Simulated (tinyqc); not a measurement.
Core-shell quantum dot (spherical envelope functions): one step. Ground states. Two cases, with inputs chosen for the exercise.

Task: Find the lowest root for electron and hole, and the share of u^2 inside the core.

Parabolic bands; strain and other valleys are left out. s states, u = r psi, hard wall at R + H, c = hbar^2/2m0, energies from the band edges of the core. Core: u = sin(k1 r)/k1, k1 = sqrt(m1 E/c). At R, psi and psi'/m are continuous, so u is continuous and its slope in the shell is s = u/R + (m2/m1)(u' - u/R). Shell: u(R + x) = u(R) cos(k2 x) + s sin(k2 x)/k2, k2 = sqrt(m2 (E - V)/c); for negative arguments the functions turn into sinh and cosh. A level has u(R + H) = 0.

Constants: hbar^2/2m0 = 3.80998211 eV angstrom^2.

Give: a table of carrier, E (eV), share in the core.

Case 1.

Values chosen (near those of a CdSe/CdS core-shell dot; not measured data): R = 21 angstrom (core radius); H = 29 angstrom (shell thickness); Vc = 0.292 eV (conduction edge of the shell above that of the core); Vv = 0.435 eV (hole barrier of the shell); me1 = 0.133 m0 (electron, core); me2 = 0.209 m0 (electron, shell); mh1 = 0.469 m0 (hole, core); mh2 = 0.836 m0 (hole, shell).

Result:

Levels:
```
carrier   E (eV)  share in the core
electron  0.2209              0.655
hole      0.1075              0.939
```

The core holds 7 % of the volume. Both carriers sit mainly in the core, as the type I line-up favours.

Case 2.

Values chosen (near those of a ZnSe/CdS core-shell dot; not measured data): R = 23 angstrom (core radius); H = 13 angstrom (shell thickness); Vc = -0.733 eV (conduction edge of the shell above that of the core); Vv = 0.537 eV (hole barrier of the shell); me1 = 0.157 m0 (electron, core); me2 = 0.207 m0 (electron, shell); mh1 = 0.609 m0 (hole, core); mh2 = 0.777 m0 (hole, shell).

Result:

Levels:
```
carrier    E (eV)  share in the core
electron  -0.2191              0.292
hole       0.0844              0.975
```

The core holds 26 % of the volume. The electron sits mainly in the shell and the hole in the core (type II).

Computed by tinyqc, one run a case: `OMP_NUM_THREADS=1 python tinyqc.py N N+1 out.jsonl` with N = 1252397, 1252423; one thread of a shared Intel(R) Xeon(R) Processor @ 2.30GHz, about 0.08 s a run at most.
